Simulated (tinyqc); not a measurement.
Off-state leakage of single and stacked transistors: two steps of the calculation.

n-channel devices of unit width. Subthreshold current I(Vg, Vs, Vd) = I0 (T/300 K)^0.5 exp[(Vg - Vs - VT(T) - gb (Vs - Vb) + dd (Vd - Vs))/(nf Vt)] (1 - exp(-(Vd - Vs)/Vt)), VT(T) = VT - cT (T - 300 K). Gate-edge tunnelling Ig (Vd/1 V) exp(ag (Vd - 1 V)), for a gate at 0 V, and band-to-band leakage Ab u exp(-Bb/u), u = Vd - Vb + 1 V, flow at a drain held at V; both are taken as independent of T. In a stack of off transistors (all gates at 0 V) the same subthreshold current passes through each.

Values chosen for this exercise; values of the order met in bulk silicon logic transistors:

| symbol | value | unit | meaning |
|---|---|---|---|
| T | 398 | K | temperature |
| V | 1.2 | V | supply voltage |
| VT | 0.43 | V | threshold at 300 K, zero drain and body bias |
| cT | 0.8 | mV/K | fall of the threshold with temperature |
| I0 | 0.26 | uA/um | current at threshold at 300 K |
| nf | 1.18 |  | slope factor |
| dd | 0.05 |  | drain-induced lowering per volt |
| gb | 0.09 |  | rise of the threshold per volt of source-body bias |
| Ig | 1e-6 | uA/um | gate-edge tunnelling current at 1 V |
| ag | 3.9 | 1/V | exponential slope of the gate current |
| Ab | 70 | uA/(um V) | prefactor of band-to-band leakage at the drain |
| Bb | 19 | V | its exponential voltage |
| Vb | 0 | V | body voltage |

Constants: q = 1.602176634e-19 C, kB = 1.380649e-23 J/K, Vt = kB T/q. Results are converted to the units shown.

Question 1. Leakage of one transistor. Vg = Vs = 0, Vd = V; effective threshold VT(T) - gb Vb - dd V.

Find: effective threshold; parts; total; shares.

Answer 1.

effective threshold = 0.2916 V
parts (nA/um): subthreshold 0.2224, gate edge 0.002618, band-to-band 27.34
total = 27.56 nA/um
shares (%): subthreshold 0.8069, gate edge 0.009497, band-to-band 99.18

The band-to-band part is the largest.

Question 2. New Vx. Stack of two, Vx the node between them: I_low = I(0, 0, Vx), I_up = I(0, Vx, V), f = ln(I_up/I_low), f' = -(1 + gb + 2 dd)/(nf Vt) - 1/(Vt (exp(Vx/Vt) - 1)) - 1/(Vt (exp((V - Vx)/Vt) - 1)), Vx(new) = Vx - f/f'.

Vx at the start = 0.05 V

Give: I_low; I_up; f; f'; Vx after iteration 1.

Answer 2.

I_low = 0.041215 nA/um
I_up = 0.054384 nA/um
f = 0.27728
f' = -38.248 1/V
Vx after iteration 1 = 0.057249 V

tinyqc, about 0.04 s, one thread, Intel Xeon 2.30GHz (shared host): `OMP_NUM_THREADS=1 python tinyqc.py 2242091 2242092 out.jsonl`
